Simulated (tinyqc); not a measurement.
Sheet resistance of a shallow doped layer with concentration-dependent mobility and limited activation: one step, computed by the program tinyqc.

A layer of one dopant lies in a background of the opposite type. Current flows parallel to the surface down to the junction; depletion is ignored.

Question. Active limit and depths. C(x) = C_s for x < l and C_s 10^(-(x - l)/abruptness) beyond. Temperatures in kelvin are T(C) + 273.15. Active limit C_a = prefactor x exp(-energy/(k_B T)); the junction lies where C = C_B, and the profile exceeds C_a down to x_a (zero if C_s is below C_a). Slope at the junction in nm per decade = ln(10) C/|dC/dx|.

Inputs (values chosen for the exercise, modelled on phosphorus in silicon):
```
quantity                         value       unit
surface concentration C_s      4.5e+19     1/cm^3
length l                            43         nm
tail abruptness                    5.3  nm/decade
background C_B                 1.9e+18     1/cm^3
prefactor of the active limit  8.2e+21     1/cm^3
energy of the active limit       0.325         eV
anneal temperature T              1000          C
```

Profile: box with exponential tail.

Constants: k_B = 8.617333262e-05 eV/K.

Give: active limit C_a; junction depth x_j; depth x_a; abruptness at the junction.

Answer.

active limit C_a = 4.239e+20 1/cm^3

junction depth x_j = 50.28 nm

depth x_a = 0 nm

abruptness at the junction = 5.3 nm/decade
